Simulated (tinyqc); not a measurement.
Changing the offset spacer: two-dimensional dopant profile at a mask edge: lateral junction, overlap and effective channel length. Computed by tinyqc, a small Python program. Command: `OMP_NUM_THREADS=1 python tinyqc.py 3018245 3018246 out.jsonl lateral sweep`. One thread of a shared host (Intel(R) Xeon(R) Processor @ 2.30GHz), about 0.01 s of CPU time with the checks.

Ions enter for y < 0; the mask (spacer, then gate) covers y > 0. x is the depth. The surface reflects dopant during the anneal.

Inputs (values chosen for the exercise, modelled on a source-drain extension in silicon):
```
quantity               value    unit
dose Q               6.1e+14  1/cm^2
projected range R_p      3.4      nm
vertical straggle        1.3      nm
lateral straggle         1.1      nm
anneal budget D t    2.5e-14    cm^2
channel doping C_B   5.4e+17  1/cm^3
gate length L_g           28      nm
oxide thickness          2.3      nm
```

Constants: eps_0 = 8.8541878128e-12 F/m.

Method:
- Widths s_x^2 = (vertical straggle)^2 + 2 D t, s_y^2 = (lateral straggle)^2 + 2 D t. C(x, y) = V(x) (1/2) erfc(y/(sqrt2 s_y)), V(x) = Q/(sqrt(2 pi) s_x) [exp(-(x - R_p)^2/(2 s_x^2)) + exp(-(x + R_p)^2/(2 s_x^2))]; 1 nm = 1e-7 cm.
- The vertical junction far from the mask solves V(x) = C_B.
- The lateral junction at depth x solves C = C_B: y_j(x) = sqrt2 s_y erfc^-1(2 C_B/V(x)). Overlap under the gate = y_j(0) - spacer; metallurgical channel L_met = L_g - 2 overlap (tails from the two sides are not added).
- Abruptness at y_j(0) in nm per decade = ln(10) s_y sqrt(pi/2) exp(u^2) erfc(u), u = y_j/(sqrt2 s_y). Overlap capacitance per width = 3.9 eps_0 overlap/t_ox (zero if there is no overlap).

One run for each value:
```
offset spacer (nm)  overlap (nm)  metallurgical channel L_met (nm)  overlap capacitance (fF/um)
0.0                       7.9810                            12.038                      0.11982
1.2                       6.7810                            14.438                      0.10181
2.4                       5.5810                            16.838                      0.08379
3.6                       4.3810                            19.238                      0.06577
4.9                       3.0810                            21.838                      0.04626
6.1                       1.8810                            24.238                      0.02824
7.3                       0.6810                            26.638                      0.01022
8.5                      -0.5190                            29.038                      0.00000
```

What does the table show, and why?

Over the rows, overlap (nm) falls from 7.98 to -0.519; metallurgical channel L_met (nm) rises from 12.0 to 29.0; overlap capacitance (fF/um) falls from 0.120 to 0. The spacer shifts the whole profile, trading overlap capacitance against channel length (and, outside this model, series resistance); a negative overlap is an underlap.

Caution (all rows): the peak exceeds usual solubilities, so part of the dose is inactive and diffusion is concentration dependent.

Extremes, crossings and ranges named in words are read from the listed rows.
